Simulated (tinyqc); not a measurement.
What moves the results: Stoner model of a band ferromagnet. A value that a table varies takes the place of the one given here.

Density of states per atom and spin: flat with a rise to the top, D(e) = (M/W) [1 - sp + 4 sp (e/W + 1/2)^3]. Levels e -/+ I m/2 for up and down spin, m = n_up - n_down, n_up + n_down = nd. At zero temperature e(N) is the energy below which N states lie, and E(m) = sum over spins of integral e D de - I m^2/4.

Constants: kB = 8.617333262e-05 eV/K.

Inputs chosen for the exercise: W = 4.4 eV (band width, e from -W/2 to W/2); M = 5 (states per atom and spin); nd = 9.19 (electrons per atom); sp = 0.61 (shape parameter); I = 0.4 eV (Stoner parameter).

## Moment against temperature

Fermi-Dirac occupations on 600 equal energy intervals; m is iterated from saturation until it changes by less than 1e-7 or for 400 rounds; the paramagnet is unstable while I times the mean of D weighted by -df/de exceeds 1.

Results:
```
T/Tc  T (K)  m (muB)  I D(T) of the paramagnet
0.10     81    0.810                     1.190
0.30    244    0.797                     1.188
0.50    407    0.740                     1.160
0.65    530    0.659                     1.120
0.80    652    0.527                     1.070
0.90    733    0.386                     1.035
0.95    774    0.278                     1.018
1.10    896    0.000                     0.965
```

Tc (from I D(T) = 1) = 815 K

kB Tc = 0.070 eV, 0.22 of the exchange splitting at zero temperature. m keeps 0.91 of its first value at half Tc and 0.48 at 0.9 Tc. The model knows only Stoner excitations; spin waves and local moments bring the ordering temperature below the Stoner value.

## Moment against the Stoner parameter

Lowest state for each I.

Results:
```
I (eV)  I D(EF)  m (muB)  E - E(0) (meV)
0.21      0.625    0.000             0.0
0.27      0.803    0.000             0.0
0.31      0.922    0.000             0.0
0.34      1.012    0.810            -0.6
0.37      1.101    0.810            -5.5
0.42      1.250    0.810           -13.7
0.51      1.518    0.810           -28.5
0.61      1.815    0.810           -44.9
```

A moment first appears at I = 0.34 eV of those listed, where I D(EF) = 1.012. It is saturated at 0.810 from I = 0.34 eV on. Between that row and the one before it m goes from zero to saturation; the table does not show whether the onset is abrupt.

## Moment against band filling

Rigid band, I fixed: a Slater-Pauling curve.

Results:
```
nd   I D(EF)  m (muB)  m_max
3.0    0.400    0.000    3.0
4.0    0.532    0.000    4.0
5.0    0.664    0.000    5.0
6.0    0.794    0.000    4.0
6.5    0.858    0.000    3.5
7.0    0.922    0.000    3.0
7.5    0.984    0.000    2.5
8.0    1.046    2.000    2.0
8.5    1.107    1.500    1.5
9.0    1.168    1.000    1.0
9.5    1.227    0.500    0.5
```

Magnetic fillings among those listed: 8.0, 8.5, 9.0 and 9.5; the largest moment is 2.00 at nd = 8. At 8.0, 8.5, 9.0 and 9.5 the moment is saturated and follows m_max, changing by one per electron.

## What moves the moment

Lowest state for each case. Each row changes one parameter from the base and keeps the others.

Results:
```
case          I D(EF)  m (muB)  E - E(0) (meV)
base            1.190    0.810           -10.4
W = 4.048 eV    1.294    0.810           -14.8
I = 0.432 eV    1.286    0.810           -15.7
nd = 8.89       1.154    1.110           -16.2
sp = 0.71       1.322    0.810           -15.9
```

The largest shifts from the base row, up to three for each result and ties (the steps differ in size, so this ranks the rows, not the parameters). I D(EF): sp +0.131, W +0.104, I +0.095. m (muB): nd +0.300; unchanged at the printed digits by W, I and sp. E - E(0) (meV): nd -5.8, sp -5.5, I -5.2.

tinyqc: `OMP_NUM_THREADS=1 python tinyqc.py 1680219 1680220 out.jsonl`; about 0.3 s, one thread, shared Intel(R) Xeon(R) Processor @ 2.30GHz.
